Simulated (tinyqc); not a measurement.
## Polycrystalline film, grain-boundary barriers (Seto model): effect of the donor density

One-dimensional grains of size Lg with donors N; each boundary has Qt acceptor-like traps per area at one level Et below the band edge. Trapped electrons qt deplete a width w = qt/N (both sides together) and raise a barrier Vb = q N w^2/(8 eps0 eps_r). Current crosses the barriers by thermionic emission at small bias. Abrupt depletion, full ionisation, Boltzmann statistics.

Partly depleted grains: the density at the grain centre is n0 = N and qt = Qt/(1 + 2 (Nc/N) exp((Vb - Et)/Vt)). If that gives qt >= N Lg, the grains are fully depleted: qt = N Lg, w = Lg and n0 = 2 Nc exp((Vb - Et)/Vt)/(Qt/(N Lg) - 1). Resistivity: barriers rb = Vt exp(Vb/Vt)/(q n0 vc Lg), grain interior rg = (1 - w/Lg)/(q mg N); effective mobility 1/(q N (rb + rg)).

Inputs (values chosen for the exercise); values close to those of polycrystalline silicon:
```
symbol,value,unit,meaning
T,300,K,temperature
eps_r,11.7,,relative permittivity of the semiconductor
Lg,120,nm,grain size
Qt,3.8e12,cm^-2,trap density at a boundary
mg,400,cm^2/(V s),mobility inside a grain
vc,5.1e6,cm/s,collection velocity at the barrier
Nc,2.8e19,cm^-3,conduction-band density of states at T
Et,0.4,eV,trap level below the band edge
```

Constants: q = 1.602176634e-19 C, kB = 1.380649e-23 J/K, Vt = kB T/q, eps0 = 8.8541878128e-14 F/cm where lengths are in cm. Results are converted to the units shown.

Result of one run:
```
N (cm^-3)      w/Lg    Vb (V)  n0 (cm^-3)  resistivity (ohm cm)
9.5e18     0.033333  0.029385   9.5000e18             0.0024526
```

What becomes of these results when the donor density N is changed from 9.5e18 to 1.6e16 cm^-3, all else the same?

Result of the changed run:
```
N (cm^-3)    w/Lg    Vb (V)  n0 (cm^-3)  resistivity (ohm cm)
1.6e16     1.0000  0.044542   3.1826e12                4640.0
```

The whole series:
```
N (cm^-3)      w/Lg    Vb (V)  n0 (cm^-3)  resistivity (ohm cm)
1.6e16       1.0000  0.044542   3.1826e12                4640.0
3.2e16       1.0000  0.089084   3.7656e13                2196.5
6.6e16       1.0000   0.18374   3.4320e15                937.78
1.3e17      0.84673   0.25947   1.3000e17                463.43
2.7e17      0.59013   0.26176   2.7000e17                243.84
5.5e17      0.40979   0.25712   5.5000e17                100.02
1.1e18      0.27152   0.22577   1.1000e18                14.882
2.3e18      0.13761   0.12125   2.3000e18               0.13066
4.7e18     0.067374  0.059393   4.7000e18             0.0086770
9.5e18     0.033333  0.029385   9.5000e18             0.0024526
```

As N goes from 1.6e16 to 9.5e18 cm^-3, the barrier goes from 0.0445 through a maximum of 0.262 (at N = 2.7e17 cm^-3 among the rows listed) to 0.0294 V and the resistivity falls from 4640 to 0.00245 ohm cm. The grains are fully depleted in 3 of the 10 rows. The steepest fall, as N^(-6.4), lies between 1.1e18 and 2.3e18 cm^-3; N* = 3.17e17 cm^-3. The barrier grows with N while the grains are depleted and shrinks once they are not, hence the maximum. At N = 1.6e16, 9.5e18 cm^-3 the barrier is under 2 Vt, where the depletion and emission pictures are rough. At N = 9.5e18 cm^-3 N passes 0.3 Nc, where degeneracy and tunnelling through the thin barriers matter.

Numbers from tinyqc (`OMP_NUM_THREADS=1 python tinyqc.py 2610127 2610128 out.jsonl`; about 0.01 s on one thread of a shared Intel Xeon 2.30GHz).
